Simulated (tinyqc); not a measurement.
Leakage through a gate insulator: direct, Fowler-Nordheim, trap-assisted and Poole-Frenkel currents. Changing the trap depth phi_t. Computed by tinyqc, a small Python program. Command: `OMP_NUM_THREADS=1 python tinyqc.py 3018266 3018267 out.jsonl oxideleak sweep`. One thread of a shared host (Intel(R) Xeon(R) Processor @ 2.30GHz), about 0.02 s of CPU time with the checks.

Electrons enter from the cathode Fermi level at x = 0; the conduction band of the insulator lies phi_b - e F x above it, F = V/t. WKB exponents use a parabolic band with mass m.

Inputs (values chosen for the exercise, with an insulator like SiO2):
```
quantity                          value   unit
thickness t                         3.5     nm
barrier phi_b                      2.98     eV
tunnelling mass m                  0.41    m_0
static constant eps_ox             3.88      -
optical constant eps_opt           2.17      -
voltage across the insulator V      2.3      V
trap density N_t                1.7e+19  cm^-3
attempt rate nu_0                 1e+13    1/s
activation of capture E_a          0.21     eV
temperature T                       200      K
```

Constants: hbar^2/(2 m_0) = 3.80998212 eV angstrom^2; e = 1.602176634e-19 C; hbar = 1.054571817e-34 J s; k_B = 8.617333262e-05 eV/K; eps_0 = 8.8541878128e-12 F/m.

Method:
- For a level a distance phi(x) below the band, the WKB exponent is 2 int kappa dx with kappa = sqrt(m phi/(hbar^2/2m_0)); for a linear barrier from phi_1 down to phi_2 = max(phi_1 - e F d, 0) it is G = (4/3) sqrt(m/(hbar^2/2m_0)) (phi_1^(3/2) - phi_2^(3/2))/(e F).
- J_tun = e^3 F^2/(16 pi^2 hbar m phi_b) x exp(-G) / [1 - sqrt(phi_2/phi_b)]^2 with the free-electron mass in the cathode (m in m_0), phi_2 = max(phi_b - e V, 0): direct tunnelling for e V < phi_b, Fowler-Nordheim above. Image forces, back-flow and the limit on supply are left out, so J_tun is overstated below about 0.5 V.
- Equivalent oxide thickness = 3.9 t/eps_ox.
- A trap at depth x lies phi_t below the band. Capture: tunnel at the cathode Fermi level from 0 to x (G_in from phi_1 = phi_b), rate nu_0 exp(-G_in - E_c/k_B T) with E_c = E_a + max(phi_b - phi_t - e F x, 0), the last term being the height of the trap above the cathode Fermi level. Emission: tunnel from the trap level to the anode (G_out from phi_1 = phi_t over t - x), rate nu_0 exp(-G_out - E_a/k_B T). Re-emission to the cathode follows from detailed balance, rate_back = rate_in exp(dE/k_B T) with dE = phi_b - phi_t - e F x. Each trap passes R = rate_in rate_out/(rate_in + rate_back + rate_out) electrons per second; filling from the anode is left out.
- J_TAT = e N_t int_0^t R dx by the midpoint rule on 400 intervals; the most effective depth is the midpoint with the largest R, rounded to 0.01 nm.
- Poole-Frenkel emission over the lowered barrier of a charged trap: lowering sqrt(e F/(pi eps_opt eps_0)); J_PF = e N_t^(2/3) nu_0 exp(-(phi_t - lowering)/k_B T), one sheet of traps emitting with supply unlimited (an upper bound).
- J = J_tun + J_TAT (the Poole-Frenkel bound is not added); the ratio J/J_tun is the excess that stress-made traps add.

One run for each value; columns: (1) trap depth phi_t (eV); (2) trap-assisted current J_TAT (A/cm^2); (3) most effective depth (nm); (4) Poole-Frenkel bound J_PF (A/cm^2); (5) J/J_tun:
```
(1)         (2)   (3)         (4)     (5)
1.8  2.6894e-08  1.80  8.8576e-06  1.0024
2.0  2.7492e-07  1.52  8.0823e-11  1.0244
2.3  2.6675e-07  1.55  2.2278e-18  1.0237
2.6  1.1562e-07  1.65  6.1405e-26  1.0103
2.8  7.1593e-08  1.71  5.6030e-31  1.0064
```

What does the table show, and why?

Over the rows, trap-assisted current J_TAT (A/cm^2) goes from 2.69e-8 through a maximum among these rows, 2.75e-7 at 2.00, to 7.16e-8; most effective depth (nm) goes from 1.80 through a minimum among these rows, 1.52 at 2.00, to 1.71; Poole-Frenkel bound J_PF (A/cm^2) falls from 8.86e-6 to 5.60e-31 (exponent d ln y / d ln x -110 between the first rows and -160 between the last). Shallow traps lie below the cathode Fermi level only far from the cathode, if at all, and fill poorly, deep ones empty slowly, so an intermediate depth passes most current. Left out: 0.740, 1.00, 1.30, 1.50 (the Poole-Frenkel lowering exceeds 85 % of the trap depth).

Caution (all rows): the film is too thin for the Poole-Frenkel picture (the lowering is a large part of the whole drop, or the traps are further apart than the film is thick), so J_PF is only nominal.

Extremes, crossings and ranges named in words are read from the listed rows.
